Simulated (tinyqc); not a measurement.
Thermal displacements in the Debye model: Debye-Waller factors, bond-length spread and the Lindemann rule: one step, computed by the program tinyqc. Command: `OMP_NUM_THREADS=1 python tinyqc.py 3006174 3006175 out.jsonl debyewaller walk`. One thread of a shared host (Intel(R) Xeon(R) Processor @ 2.30GHz), about 0.01 s of CPU time with the checks.

A Debye spectrum with three branches of one velocity, cut at k_B Theta; 8 atoms per cube, nearest neighbours at d = 0.433013 a.

Question. Lindemann melting temperature. <u_x^2> = (3 hbar^2/(2 M k_B Theta)) int_0^1 s coth(s Theta/(2T)) ds (64 Gauss-Legendre points); it tends to 3 hbar^2/(4 M k_B Theta) at T = 0 and to 3 hbar^2 T/(M k_B Theta^2) at high T. Melting is placed where sqrt(3 <u_x^2>) = x_L d; the classical form gives T_m = M k_B Theta^2 (x_L d)^2/(9 hbar^2).

Inputs (values chosen for the exercise, modelled on silicon): atomic mass M = 28.09 u; Debye temperature Theta = 560 K; lattice constant a = 5.431 angstrom; temperature T = 77 K; Lindemann ratio x_L = 0.13.

Structure: diamond.

<u_x^2> = 0.002599523 angstrom^2

Constants: hbar^2/u = 4.18015928e-03 eV angstrom^2; k_B = 8.617333262e-05 eV/K.

Give: Lindemann T_m; classical T_m; ratio sqrt(3 <u_x^2>)/d at T.

Answer.

Lindemann T_m = 1881 K

classical T_m = 1886 K

ratio sqrt(3 <u_x^2>)/d at T = 0.03755

The rule is empirical: x_L is fitted within a family of like crystals, and T_m goes as its square.
